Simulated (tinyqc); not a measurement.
Electron mobility in a silicon inversion layer, empirical terms and Matthiessen rule: two steps of the calculation.

Inversion layer of sheet density Ns on a uniformly doped body, under a high-permittivity gate with an interlayer. The mobility terms are empirical power laws with prefactors chosen for the exercise; adding their inverses (Matthiessen) is itself an approximation.

Parameters, values chosen for the exercise; material values close to those of silicon: temperature T = 273 K; relative permittivity of the semiconductor eps_r = 11.8; body doping Nb = 8.6e17 cm^-3; weight of the inversion charge in the effective field eta = 0.5; gate capacitance Cox = 1.09 uF/cm^2; phonon-limited mobility at 1 MV/cm and 300 K Ap = 460 cm^2/(V s); roughness-limited mobility at 1 MV/cm As = 951 cm^2/(V s); exponent of the roughness term gs = 2; Coulomb prefactor Ac = 2400 cm^2/(V s); charge at the interface Nit = 5.6e11 cm^-2; remote-phonon mobility without interlayer Ar = 330 cm^2/(V s); interlayer thickness ti = 0.9 nm; decay length of remote phonons lr = 0.7 nm; ratio W/L WL = 10; drain voltage Vd = 0.05 V; measured linear current I = 30.6 uA.

Constants: q = 1.602176634e-19 C, eps0 = 8.8541878128e-14 F/cm where lengths are in cm. Results are converted to the units shown.

Question 1. Inversion density for the measured current. I = (W/L) q Ns mu Vd. E = q (Ndep + eta Ns)/(eps0 eps_r) in MV/cm. With t = T/(300 K): muC = Ac (Ns/1e12 cm^-2) t/(Nb/1e17 cm^-3 + Nit/1e11 cm^-2), muP = Ap E^(-1/3) t^(-1.75), muS = As E^(-gs), muR = Ar exp(2 ti/lr)/t; 1/mu is the sum of the inverses. Ns(new) = I/((W/L) q mu Vd).

Ns at the start = 1.5e12 cm^-2
Ndep = 4.6693694e12 cm^-2

Wanted: E; mu; Ns after iteration 1.

Answer 1.

E = 0.83105 MV/cm
mu = 142.77 cm^2/(V s)
Ns after iteration 1 = 2.6756e12 cm^-2

Question 2. Split C-V extraction. Q(Vg) is the trapezoid sum of Cgc from the first point (where Q is taken as 0); mu_eff = I/((W/L) Q Vd); mu_FE = (dI/dVg)/((W/L) Cox Vd) with a backward difference. Listed from point 4 on.

```
point	Vg (V)	Cgc (uF/cm^2)	I (uA)
0	0	1.9341790e-5	1.8381173e-10
1	0.1	4.4028637e-4	9.5280631e-8
2	0.2	0.0099389119	4.8944760e-5
3	0.3	0.18884171	0.020810356
4	0.4	0.90115829	1.5671195
5	0.5	1.0800611	9.1617986
6	0.6	1.0895597	20.865407
7	0.7	1.0899807	34.251789
8	0.8	1.0899992	48.111958
9	0.9	1.0900000	61.790535
10	1	1.0900000	74.924833
11	1.1	1.0900000	87.319837
12	1.2	1.09	98.880032
```

Give: Q; mu_eff; mu_FE.

Answer 2.

```
point	Q (uC/cm^2)	mu_eff (cm^2/(V s))	mu_FE (cm^2/(V s))
4	0.064981	48.233	28.373
5	0.16404	111.70	139.35
6	0.27252	153.13	214.75
7	0.38150	179.56	245.62
8	0.49050	196.18	254.32
9	0.59950	206.14	250.98
10	0.70850	211.50	241.00
11	0.81750	213.63	227.43
12	0.92650	213.45	212.11
```

At the last point mu_FE is 0.63 % below mu_eff.

tinyqc, about 0.01 s, one thread, Intel Xeon 2.30GHz (shared host): `OMP_NUM_THREADS=1 python tinyqc.py 2510093 2510094 out.jsonl`
